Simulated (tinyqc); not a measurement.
Shallow donor in effective-mass theory, with valley-orbit splitting: one step. Levels and ground state. Three cases, with inputs chosen for the exercise.

Question. Diagonalise. For the lowest state give the amplitudes (positive) and (sum of amplitudes)^2/6, the contact density relative to no strain.

Case 1.

H (meV):
```
           +x         -x         +y         -y         +z         -z
+x  -49.30000   -5.40000   -6.82000   -6.82000   -6.82000   -6.82000
-x   -5.40000  -49.30000   -6.82000   -6.82000   -6.82000   -6.82000
+y   -6.82000   -6.82000  -49.30000   -5.40000   -6.82000   -6.82000
-y   -6.82000   -6.82000   -5.40000  -49.30000   -6.82000   -6.82000
+z   -6.82000   -6.82000   -6.82000   -6.82000  -22.00000   -5.40000
-z   -6.82000   -6.82000   -6.82000   -6.82000   -5.40000  -22.00000
```

Case 2.

H (meV):
```
           +x         -x         +y         -y         +z         -z
+x  -42.78333   -3.14000   -3.64000   -3.64000   -3.64000   -3.64000
-x   -3.14000  -42.78333   -3.64000   -3.64000   -3.64000   -3.64000
+y   -3.64000   -3.64000  -42.78333   -3.14000   -3.64000   -3.64000
-y   -3.64000   -3.64000   -3.14000  -42.78333   -3.64000   -3.64000
+z   -3.64000   -3.64000   -3.64000   -3.64000  -24.68333   -3.14000
-z   -3.64000   -3.64000   -3.64000   -3.64000   -3.14000  -24.68333
```

Case 3.

H (meV):
```
           +x         -x         +y         -y         +z         -z
+x  -38.88667   -1.52000   -2.07000   -2.07000   -2.07000   -2.07000
-x   -1.52000  -38.88667   -2.07000   -2.07000   -2.07000   -2.07000
+y   -2.07000   -2.07000  -38.88667   -1.52000   -2.07000   -2.07000
-y   -2.07000   -2.07000   -1.52000  -38.88667   -2.07000   -2.07000
+z   -2.07000   -2.07000   -2.07000   -2.07000  -30.88667   -1.52000
-z   -2.07000   -2.07000   -2.07000   -2.07000   -1.52000  -30.88667
```

Give: levels; amplitudes; relative contact density.

Answer.

Case 1.

levels (meV): -75.997  -43.900  -43.900  -41.060  -19.743  -16.600

amplitudes: +x 0.4647, -x 0.4647, +y 0.4647, -y 0.4647, +z 0.2609, -z 0.2609

relative contact density = 0.9446

The z valleys hold 13.6 % of the ground state, against 33.3 % without strain.

Case 2.

levels (meV): -56.854  -39.643  -39.643  -38.643  -24.172  -21.543

amplitudes: +x 0.4712, -x 0.4712, +y 0.4712, -y 0.4712, +z 0.2363, -z 0.2363

relative contact density = 0.9264

The z valleys hold 11.2 % of the ground state, against 33.3 % without strain.

Case 3.

levels (meV): -46.910  -37.367  -37.367  -36.267  -30.043  -29.367

amplitudes: +x 0.4636, -x 0.4636, +y 0.4636, -y 0.4636, +z 0.2647, -z 0.2647

relative contact density = 0.9472

The z valleys hold 14.0 % of the ground state, against 33.3 % without strain.

Computed by tinyqc, one run a case: `OMP_NUM_THREADS=1 python tinyqc.py N N+1 out.jsonl` with N = 1250323, 1250716, 1251295; one thread of a shared Intel(R) Xeon(R) Processor @ 2.30GHz, about 0.01 s a run at most.
